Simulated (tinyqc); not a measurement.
Kramers turnover: harmonic transition-state theory with quantum, tunnelling and friction corrections. Computed by tinyqc, a small Python program. Command: `OMP_NUM_THREADS=1 python tinyqc.py 3014977 3014978 out.jsonl rates walk`. One thread of a shared host (Intel(R) Xeon(R) Processor @ 2.30GHz), about 0.01 s of CPU time with the checks.

One atom hops between equivalent sites; three modes at the minimum and two real modes at the saddle are treated as harmonic, the rest of the crystal as unchanged; melting is ignored, so hot rows may lie above the melting point.

Inputs (values chosen for the exercise, modelled on a vacancy in silicon): barrier E_b = 0.403 eV; imaginary frequency at the saddle nu_b = 6.46 THz; temperature T = 343 K.

Lattice of sites: three-dimensional. Correction studied: friction.

Constants: k_B = 8.617333262e-05 eV/K.

Method. Kramers: spatial-diffusion factor kappa_s = sqrt(1 + y^2) - y with y = gamma/(2 omega_b); weak-friction (energy-diffusion) estimate kappa_e = Delta/2 with Delta = (16/3)(gamma/omega_b) E_b/(k_B T), the energy lost in one round trip of a well at the barrier energy of a symmetric quartic double well, over k_B T (half of the escaping atoms fall back); bridge 1/kappa = 1/kappa_s + 1/kappa_e. omega_b = 2 pi nu_b; rate with friction = kappa k_cl.

Transmission:

| gamma/omega_b | kappa_s | kappa_e | kappa |
|---|---|---|---|
| 0.001 | 0.99950 | 3.6359e-02 | 0.03508 |
| 0.003 | 0.99850 | 1.0908e-01 | 0.09833 |
| 0.01 | 0.99501 | 3.6359e-01 | 0.26628 |
| 0.03 | 0.98511 | 1.0908e+00 | 0.51762 |
| 0.1 | 0.95125 | 3.6359e+00 | 0.75398 |
| 0.3 | 0.86119 | 1.0908e+01 | 0.79817 |
| 1 | 0.61803 | 3.6359e+01 | 0.60770 |
| 3 | 0.30278 | 1.0908e+02 | 0.30194 |
| 10 | 0.09902 | 3.6359e+02 | 0.09899 |
| 30 | 0.03330 | 1.0908e+03 | 0.03330 |

What does the comparison show, and why?

kappa peaks at 0.80 near gamma/omega_b = 0.3 among these rows. Below, too little energy reaches the atom and the rate grows with friction; above, recrossings cut it, as omega_b/gamma in the end (0.0333 against 0.0333). Transition-state theory, kappa = 1, is the upper bound. Caution: the simple bridge underestimates kappa near the turnover by some ten per cent and can shift the peak to higher friction; long jumps on a lattice are ignored.

Extremes, crossings and ranges named in words are read from the listed rows.
